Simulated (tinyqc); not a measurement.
Temperature and isotope dependence of a band gap in oscillator models: one step. The gap at T. Five cases, with inputs chosen for the exercise.

Task: Give the occupations, the two terms, the gap, ZP and the static gap.

E(T) = E0 - sum_i sl_i th_i n_i(T), n = 1/(exp(th/T) - 1). The same coupling lowers the gap at 0 K by the zero-point term ZP = sum_i sl_i th_i/2, so the gap of the static lattice is E0 + ZP. Thermal expansion is taken as part of the slopes.

Case 1.

Values chosen (near those of GaN; shifted at random, so the results belong to these values and not to a real crystal):
- E0 = 3.518 eV (gap at 0 K)
- th = (237, 781) K (temperatures of two oscillators)
- sl = (0.1172, 0.4998) meV/K (their high-temperature slopes)
- T = 77 K (temperature)

Case 2.

Values chosen (near those of diamond; shifted at random, so the results belong to these values and not to a real crystal):
- E0 = 5.442 eV (gap at 0 K)
- th = (511, 1609) K (temperatures of two oscillators)
- sl = (0.239, 0.33) meV/K (their high-temperature slopes)
- T = 200 K (temperature)

Case 3.

Values chosen (near those of InP; shifted at random, so the results belong to these values and not to a real crystal):
- E0 = 1.415 eV (gap at 0 K)
- th = (107, 367) K (temperatures of two oscillators)
- sl = (0.0905, 0.2865) meV/K (their high-temperature slopes)
- T = 600 K (temperature)

Case 4.

Values chosen (near those of diamond; shifted at random, so the results belong to these values and not to a real crystal):
- E0 = 5.43 eV (gap at 0 K)
- th = (394, 1665) K (temperatures of two oscillators)
- sl = (0.1525, 0.4575) meV/K (their high-temperature slopes)
- T = 150 K (temperature)

Case 5.

Values chosen (near those of AlN; shifted at random, so the results belong to these values and not to a real crystal):
- E0 = 6.144 eV (gap at 0 K)
- th = (336, 936) K (temperatures of two oscillators)
- sl = (0.3081, 0.4819) meV/K (their high-temperature slopes)
- T = 500 K (temperature)

Give: n_i; terms; E(T); ZP; static gap.

Result:

Case 1.

n_i: [0.04828, 0.00004]

terms (meV): [1.341, 0.015]

E(T) = 3.5166 eV
ZP = 209.06 meV
static gap = 3.7271 eV

The thermal fall, 1.4 meV, is smaller than the zero-point term, 209.1 meV; the soft oscillator supplies 99 % of the fall but 7 % of ZP. A calculation with clamped ions should be compared with the static gap.

Case 2.

n_i: [0.08424, 0.00032]

terms (meV): [10.288, 0.170]

E(T) = 5.4315 eV
ZP = 326.55 meV
static gap = 5.7685 eV

The thermal fall, 10.5 meV, is smaller than the zero-point term, 326.5 meV; the soft oscillator supplies 98 % of the fall but 19 % of ZP. A calculation with clamped ions should be compared with the static gap.

Case 3.

n_i: [5.12233, 1.18553]

terms (meV): [49.602, 124.654]

E(T) = 1.2407 eV
ZP = 57.41 meV
static gap = 1.4724 eV

The thermal fall, 174.3 meV, is larger than the zero-point term, 57.4 meV; the soft oscillator supplies 28 % of the fall but 8 % of ZP. A calculation with clamped ions should be compared with the static gap.

Case 4.

n_i: [0.07796, 0.00002]

terms (meV): [4.684, 0.012]

E(T) = 5.4253 eV
ZP = 410.91 meV
static gap = 5.8409 eV

The thermal fall, 4.7 meV, is smaller than the zero-point term, 410.9 meV; the soft oscillator supplies 100 % of the fall but 7 % of ZP. A calculation with clamped ions should be compared with the static gap.

Case 5.

n_i: [1.04368, 0.18178]

terms (meV): [108.043, 81.991]

E(T) = 5.9540 eV
ZP = 277.29 meV
static gap = 6.4213 eV

The thermal fall, 190.0 meV, is smaller than the zero-point term, 277.3 meV; the soft oscillator supplies 57 % of the fall but 19 % of ZP. A calculation with clamped ions should be compared with the static gap.

Computed by tinyqc, one run a case: `OMP_NUM_THREADS=1 python tinyqc.py N N+1 out.jsonl` with N = 1850112, 1850174, 1850192, 1850454, 1850458; one thread of a shared Intel(R) Xeon(R) Processor @ 2.30GHz, about 0.01 s a run at most.
